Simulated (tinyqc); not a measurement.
## Off-state leakage of single and stacked transistors: leakage components against the body voltage

n-channel devices of unit width. Subthreshold current I(Vg, Vs, Vd) = I0 (T/300 K)^0.5 exp[(Vg - Vs - VT(T) - gb (Vs - Vb) + dd (Vd - Vs))/(nf Vt)] (1 - exp(-(Vd - Vs)/Vt)), VT(T) = VT - cT (T - 300 K). Gate-edge tunnelling Ig (Vd/1 V) exp(ag (Vd - 1 V)), for a gate at 0 V, and band-to-band leakage Ab u exp(-Bb/u), u = Vd - Vb + 1 V, flow at a drain held at V; both are taken as independent of T. In a stack of off transistors (all gates at 0 V) the same subthreshold current passes through each.

One transistor with Vg = Vs = 0, Vd = V; stack factor I(one)/I(two in series).

Parameters, values chosen for the exercise; values of the order met in bulk silicon logic transistors: temperature T = 398 K; supply voltage V = 0.8 V; threshold at 300 K, zero drain and body bias VT = 0.42 V; fall of the threshold with temperature cT = 0.6 mV/K; current at threshold at 300 K I0 = 0.92 uA/um; slope factor nf = 1.33; drain-induced lowering per volt dd = 0.13; rise of the threshold per volt of source-body bias gb = 0.22; gate-edge tunnelling current at 1 V Ig = 0.0009 uA/um; exponential slope of the gate current ag = 3.1 1/V; prefactor of band-to-band leakage at the drain Ab = 3 uA/(um V); its exponential voltage Bb = 25 V.

Constants: q = 1.602176634e-19 C, kB = 1.380649e-23 J/K, Vt = kB T/q. Results are converted to the units shown.

The same in every row: gate edge (nA/um) = 0.3873; stack factor = 8.949.

Result of one run:
```
subthreshold (nA/um)	band-to-band (nA/um)	total (nA/um)	largest part
1.437	0.02236	1.847	subthreshold
```

Which body voltage Vb gave this result: 0, -0.2, -0.4, -0.8 or -1.2 V?

Vb = -0.2 V.

The whole series:
```
Vb (V)	subthreshold (nA/um)	band-to-band (nA/um)	total (nA/um)	largest part
0.2	9.893	7.859e-4	10.28	subthreshold
0	3.771	0.005018	4.163	subthreshold
-0.2	1.437	0.02236	1.847	subthreshold
-0.4	0.5477	0.07663	1.012	subthreshold
-0.6	0.2088	0.2155	0.8116	gate edge
-0.8	0.07957	0.5202	0.9871	band-to-band
-1	0.03033	1.113	1.531	band-to-band
-1.2	0.01156	2.163	2.562	band-to-band
-1.4	0.004405	3.885	4.276	band-to-band
```

As Vb goes from 0.2 to -1.4, the total leakage goes from 10.3 through a minimum of 0.812 (at Vb = -0.6 among the rows listed) to 4.28 nA/um. The subthreshold part leads at Vb = 0.2, the gate edge part from -0.6, the band-to-band part from -0.8 on. The exact minimum lies at Vb = -0.598 V: reverse body bias lowers the subthreshold part by a decade every nf Vt ln 10/gb = 0.477 V but raises the band-to-band part. The reduction by a stack of two stays at 8.95, for the subthreshold part alone. For Vb = 0.2 the body is forward biased; the junction current, left out, is still small at this voltage.

Program tinyqc, `OMP_NUM_THREADS=1 python tinyqc.py 2242008 2242009 out.jsonl`; Intel Xeon 2.30GHz, shared host, one thread, about 0.03 s.
